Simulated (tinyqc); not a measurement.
## Coupling ratio and rate constant from the late transient

Question. Long after the knee a floating-gate cell follows U = Vg - (tox/ag) B/ln(K t). Find K and ag.

Parameters, values chosen for the exercise:
- tox = 8.3 nm (tunnel oxide thickness)
- Vg = 14.6 V (control-gate voltage)

U at t = 0.002 and 0.2 s (V): [1.9909162, 3.8158974]
B = 24.804359 V/nm

Answer. 1/(Vg - U) is linear in ln t; the ratio of the two values gives ln(K t_a), and either value gives ag.

K = 3.291e14 1/s
ag = 0.6000

tinyqc, about 0.01 s, one thread, Intel Xeon 2.30GHz (shared host): `OMP_NUM_THREADS=1 python tinyqc.py 2130019 2130020 out.jsonl`
